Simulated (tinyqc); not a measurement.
Linear model of a band gap against the share of exact exchange: sweeps and comparisons. A value that a table varies takes the place of the one given here.

E(alpha) = E0 + S alpha. A wider gap screens less, modelled in the Penn form eps(alpha) = 1 + (e0 - 1)(EP/(EP + S alpha))^2 with a scale EP chosen for the exercise. A dielectric-dependent hybrid takes alpha = 1/eps.

Values chosen for the exercise (of the order of those of SiC; the results hold for these values, not for the real material): E0 = 2.24 eV (gap of the semi-local functional); S = 6.13 eV (slope dE/d(alpha)); e0 = 7.06 (optical dielectric constant at alpha = 0); EP = 18.5 eV (energy scale of the screening); Et = 3.21 eV (target gap).

## Sweep of alpha

Also the exciton scale relative to alpha = 0, (m/m(0))(eps(0)/eps)^2, with a mass proportional to E + D, D = E0/2 + 0.3 eV, a k.p rule for direct gaps only.

Results:
```
alpha  E (eV)    eps  alpha eps  exciton scale
0.00    2.240  7.060      0.000           1.00
0.05    2.546  6.864      0.343           1.15
0.10    2.853  6.678      0.668           1.31
0.15    3.159  6.500      0.975           1.48
0.20    3.466  6.330      1.266           1.66
0.25    3.772  6.168      1.542           1.86
0.35    4.386  5.866      2.053           2.30
0.50    5.305  5.460      2.730           3.07
```

alpha eps reaches 1 between alpha = 0.15 and 0.2 (fixed point 0.154), and the target gap is met between 0.15 and 0.2. At the fixed point the gap is 3.19 eV, -0.02 eV from the target. From 0 to 0.25 the gap grows by 1.53 eV while eps falls by 13 %; the exciton scale, which takes both, grows by a factor of 1.86 (formal for an indirect gap).

## What each parameter does

Fixed point alpha = 1/eps(alpha), gap and eps there. Each row changes one parameter from the base and keeps the others.

Results:
```
case            alpha  E (eV)    eps
base           0.1542   3.185  6.485
E0 = 2.016 eV  0.1542   2.961  6.485
S = 5.517 eV   0.1528   3.083  6.543
e0 = 7.766     0.1392   3.093  7.182
EP = 16.65 eV  0.1558   3.195  6.421
```

The largest shifts from the base row, up to three for each result and ties (the steps differ in size, so this ranks the rows, not the parameters). alpha: e0 -0.0150, EP +0.0016, S -0.0014; unchanged at the printed digits by E0. E (eV): E0 -0.224, S -0.102, e0 -0.092. eps: e0 +0.697, EP -0.065, S +0.058; unchanged at the printed digits by E0.

Run: tinyqc, `OMP_NUM_THREADS=1 python tinyqc.py 1881023 1881024 out.jsonl`; Intel(R) Xeon(R) Processor @ 2.30GHz, one thread, shared host; about 0.01 s of CPU time with all checks.
